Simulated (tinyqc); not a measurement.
Composition and strain of an epitaxial Si(1-x)Ge(x) layer from Raman and X-ray peaks: one step, computed by the program tinyqc. Command: `OMP_NUM_THREADS=1 python tinyqc.py 3009515 3009516 out.jsonl epiraman walk`. One thread of a shared host (Intel(R) Xeon(R) Processor @ 2.30GHz), about 0.01 s of CPU time with the checks.

A (001) layer, biaxially strained in the plane. The Raman peaks follow empirical lines omega = w0 + c1 x + c3 x^3 + b eps (c3 for Si-Ge alone), with eps the in-plane strain.

Problem. Raman peaks. Insert x and eps in the three lines; the strain part is b eps.

Inputs (values chosen for the exercise, modelled on silicon-germanium):
```
quantity,value,unit
Ge fraction x,0.57,-
Si-Si: w0,520.8,1/cm
Si-Si: c1,-67.3,1/cm
Si-Si: strain coefficient b,-740,1/cm
Si-Ge: w0,400.2,1/cm
Si-Ge: c1,25.4,1/cm
Si-Ge: c3,-31.9,1/cm
Si-Ge: strain coefficient b,-545,1/cm
Ge-Ge: w0,280.5,1/cm
Ge-Ge: c1,19.6,1/cm
Ge-Ge: strain coefficient b,-458,1/cm
```

Substrate: germanium.

in-plane strain eps = 4.118851 per mille

Give: Si-Si peak; Si-Ge peak; Ge-Ge peak; strain parts.

Solution.

Si-Si peak = 479.4 1/cm

Si-Ge peak = 406.5 1/cm

Ge-Ge peak = 289.8 1/cm

strain parts (1/cm): Si-Si -3.048, Si-Ge -2.245, Ge-Ge -1.886

Read as unstrained, the Si-Si peak would give x = 0.615 in place of 0.57.
